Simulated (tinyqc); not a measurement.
Carrier lifetime from Shockley-Read-Hall, radiative, Auger and surface recombination: one step, computed by the program tinyqc.

Energies are counted from the top of the valence band. Boltzmann statistics, full ionisation, and equal excess densities of electrons and holes.

Problem. Surface lifetime. The slowest diffusion mode has x tan x = S W/(2 D) with 0 < x < pi/2 (bisection), and tau_s = W^2/(4 x^2 D). The common approximation is W/(2 S) + W^2/(pi^2 D).

Inputs (values chosen for the exercise, for a model semiconductor): diffusion coefficient D = 12 cm^2/s; surface velocity S = 37 cm/s; thickness W = 2 micrometre.

Doping: n-type. Surface term: two equal surfaces.

Give: x; tau_s; approximate tau_s.

Solution.

x = 0.01756

tau_s = 2.703e-06 s

approximate tau_s = 2.703e-06 s

The approximation is off by 0.0022 %. Recombination at the surfaces limits: tau_s is close to W/2S.
